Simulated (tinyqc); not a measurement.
Convergence with the mesh: Wannier function of the lower band of a two-orbital chain.

H(k) = [[-d/2 - 2 ta cos k, -t1 - t2 exp(-ik)], [-t1 - t2 exp(ik), d/2 - 2 tb cos k]], k in 1/a, Bloch sums with exp(ikR) and without the positions inside the cell. Mesh k_j = 2 pi j/N. Projection gauge: each lower eigenvector u is multiplied by the phase that makes <trial|u> real and positive (the one-band case of Loewdin orthogonalisation). Wannier amplitudes w(R) = (1/N) sum_k exp(ikR) u(k); hoppings H(R) = (1/N) sum_k exp(-ikR) E(k).

Values chosen for the exercise: d = 0.4 eV (A at -d/2, B at +d/2); t1 = 1.05 eV (A-B in the cell); t2 = 0.81 eV (B to A of the next cell); ta = 0.05 eV (A-A between cells); tb = 0.09 eV (B-B between cells); xb = 0.55 a (position of B (A at 0)); th = 30 degrees (trial orbital cos(th) A + sin(th) B in cell 0).

Centre and Omega_I from overlaps M_j = u_j^+ diag(1, exp(-i b xb)) u_(j+1), b = 2 pi/N: centre -(1/2 pi) sum arg M, Omega_I = (1/(N b^2)) sum (1 - |M|^2). Largest error of the Fourier interpolation on 41 points from 0 to pi.

Mesh:
```
N   centre (a)  Omega_I (a^2)  H(1) (eV)  largest error (meV)
3      0.11946        0.07475   -0.36629              342.310
4      0.13615        0.08945   -0.45186               97.604
6      0.13945        0.11549   -0.43245               42.192
8      0.14077        0.13407   -0.42882               19.629
12     0.14182        0.15629   -0.42757                5.657
16     0.14221        0.16731   -0.42743                1.942
24     0.14250        0.17638   -0.42741                0.276
```

What can be read from this table?

The interpolation error falls exponentially, from 97.6 meV at N = 4 to 5.657 at N = 12, because the hoppings decay exponentially for an isolated band (smallest gap 0.68 eV). Omega_I carries a finite-difference error and converges as a power: against the value 0.18434 on 400 points it is off by -0.02805 at N = 12 and -0.00796 at N = 24, an exponent of 1.82, near the limit 2.

Computed by tinyqc, a small Python program: `OMP_NUM_THREADS=1 python tinyqc.py 1482612 1482613 out.jsonl` (the numbers bound the seed that draws the inputs); one thread of a shared host (Intel(R) Xeon(R) Processor @ 2.30GHz), about 0.2 s for the whole set of steps.
